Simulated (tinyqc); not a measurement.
Ion implantation: universal nuclear stopping, Lindhard-Scharff electronic stopping and a Gaussian range profile: one step, computed by the program tinyqc.

An ion slows by elastic collisions with screened nuclei and by friction with electrons; channelling is ignored and the target is uniform.

Problem. Stopping at the entry energy. Reduced energy eps = 32.53 M2 E/(Z1 Z2 (M1 + M2)(Z1^0.23 + Z2^0.23)), E in keV; s_n = ln(1 + 1.1383 eps)/(2 (eps + 0.01321 eps^0.21226 + 0.19593 eps^0.5)) for eps up to 30 and ln(eps)/(2 eps) above; S_n = 8.462 Z1 Z2 M1 s_n/((M1 + M2)(Z1^0.23 + Z2^0.23)) in 1e-15 eV cm^2. S_e = k 3.83 Z1^(7/6) Z2/(Z1^(2/3) + Z2^(2/3))^(3/2) sqrt(E/M1) in 1e-15 eV cm^2, E in keV. dE/dx = N (S_n + S_e); 1e-15 eV cm^2 = 0.1 eV nm^2.

Inputs (values chosen for the exercise, modelled on germanium ions in silicon):
```
quantity                               value    unit
ion atomic number Z1                      32       -
ion mass M1                               74       u
target atomic number Z2                   14       -
target mass M2                         28.09       u
target density N                       49.94  1/nm^3
ion energy E                              17     keV
scale factor of electronic stopping k    1.2       -
```

Give: reduced energy eps; s_n; S_n; S_e; energy loss dE/dx.

Solution.

reduced energy eps = 0.08378

s_n = 0.3071

S_n = 208.2 x 1e-15 eV cm^2

S_e = 27.77 x 1e-15 eV cm^2

energy loss dE/dx = 1178 eV/nm

Nuclear stopping carries 88 % of the loss at entry.
